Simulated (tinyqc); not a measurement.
Undoped symmetric double-gate MOSFET, analytic potential model: one step of the calculation.

An undoped body of thickness ts between two equal insulators and tied gates; long channel, electrons only, n = ni exp((psi - V)/Vt) with V the quasi-Fermi potential (0 at the source, Vd at the drain), constant mobility, no quantisation. Across the body psi(x) = V - 2 Vt ln[(ts/(2 beta)) sqrt(q ni/(2 eps0 eps_r Vt)) cos(2 beta x/ts)], x from the centre. Q is the electron charge per area of the whole body.

Question. beta at the source by Newton steps in z = ln(tan beta). With V = 0, t = exp(z), beta = arctan(t): f = ln(beta) + (1/2) ln(1 + t^2) + 2 r beta t - (Vg - V0)/(2 Vt); with c = t/(1 + t^2), df/dz = c/beta + t c + 2 r t (c + beta); z(new) = z - f/(df/dz).

Values chosen for this exercise: temperature T = 293 K; gate voltage Vg = 0.42 V.

Constants: q = 1.602176634e-19 C, kB = 1.380649e-23 J/K, Vt = kB T/q. Results are converted to the units shown.

z at the start = -1
r = 0.17715019
V0 = 0.56717142 V

Find: beta; f; df/dz; z after iteration 1.

Answer.

beta = 0.3525
f = 1.981
df/dz = 1.127
z after iteration 1 = -2.759

Numbers from tinyqc (`OMP_NUM_THREADS=1 python tinyqc.py 2440015 2440016 out.jsonl`; about 0.01 s on one thread of a shared Intel Xeon 2.30GHz).
